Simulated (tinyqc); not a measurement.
Hall factor, magnetoresistance and optical conductivity for a power-law relaxation time: one step, computed by the program tinyqc. Command: `OMP_NUM_THREADS=1 python tinyqc.py 3000799 3000800 out.jsonl magneto walk`. One thread of a shared host (Intel(R) Xeon(R) Processor @ 2.30GHz), about 0.01 s of CPU time with the checks.

One spherical parabolic band, tau(E) = tau_0 x^s with x = E/(k_B T). Landau quantisation is left out.

Problem. Response at frequency f. <y> = int y x^(3/2) f (1 - f) dx / int x^(3/2) f (1 - f) dx, f = 1/(1 + exp(x - eta)). Integrals over x = E/(k_B T) use 160 Gauss-Legendre points in u = sqrt(x) from 0 to sqrt(max(eta, 0) + 45). sigma(w) = (n e^2/m) <tau/(1 - i w tau)>, w = 2 pi f; eps = eps_inf + i sigma/(eps_0 w); N = sqrt(eps); absorption coefficient 2 w Im N/c; reflectivity |(N - 1)/(N + 1)|^2; plasma frequency sqrt(n e^2/(eps_inf eps_0 m))/(2 pi).

Inputs (values chosen for the exercise, with a mass close to that of holes in silicon):
```
quantity,value,unit
effective mass m,0.42,m_0
exponent s,-0.25,-
tau_0,190,fs
reduced Fermi level eta,1.9,-
temperature T,100,K
frequency f,1.5,THz
background permittivity eps_inf,14,-
```

density n = 3.522088e+18 1/cm^3

Constants: e = 1.602176634e-19 C; m_0 = 9.1093837015e-31 kg; eps_0 = 8.8541878128e-12 F/m; c = 299792458 m/s.

Give: sigma(w); permittivity; refractive index; absorption coefficient; reflectivity; plasma frequency.

Solution.

sigma(w) = 119.6+160.0i S/cm

permittivity = -177.7+143.4i

refractive index = 5.03+14.25i

absorption coefficient = 8958 1/cm

reflectivity = 0.9159

plasma frequency = 6.949 THz
